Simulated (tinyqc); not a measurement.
Mobility of a non-polar semiconductor in the relaxation-time approximation: one step, computed by the program tinyqc.

Each valley is treated as a sphere of mass m_d for states and rates, with one isotropic relaxation time; the conductivity mass m_c sets the current.

Problem. Fermi level and screening. Parabolic band: E = hbar^2 k^2/(2 m), speed v = hbar k/m, states per spin, volume and energy g(E) = m k/(2 pi^2 hbar^2). Here m = m_d. Masses are multiplied by m_0 and all formulas are in SI units. The reduced Fermi level eta = E_F/(k_B T) solves n = 2 Z int g f dE with f = 1/(1 + exp(x - eta)) (Z = 1 unless valleys are given); screening length L_s = sqrt(eps_s eps_0 k_B T/(e^2 dn/deta)), dn/deta = 2 Z int g f (1 - f) dE. Integrals over x = E/(k_B T) use 160 Gauss-Legendre points in u = sqrt(x) from 0 to sqrt(max(eta, 0) + 32).

Inputs (values chosen for the exercise, modelled on electrons in germanium): equivalent valleys Z = 4; static permittivity eps_s = 16; carrier density n = 2e+18 1/cm^3; temperature T = 100 K.

Band: parabolic. Impurity formula: Conwell-Weisskopf. Further scattering: none.

density-of-states mass m_d = 0.2239258 m_0

Constants: k_B = 8.617333262e-05 eV/K; m_0 = 9.1093837015e-31 kg; e = 1.602176634e-19 C; hbar = 1.054571817e-34 J s; eps_0 = 8.8541878128e-12 F/m; k_B = 1.380649e-23 J/K.

Give: reduced Fermi level eta; screening length L_s.

Solution.

reduced Fermi level eta = 0.3177

screening length L_s = 2.256 nm

The gas is between the classical and degenerate limits.
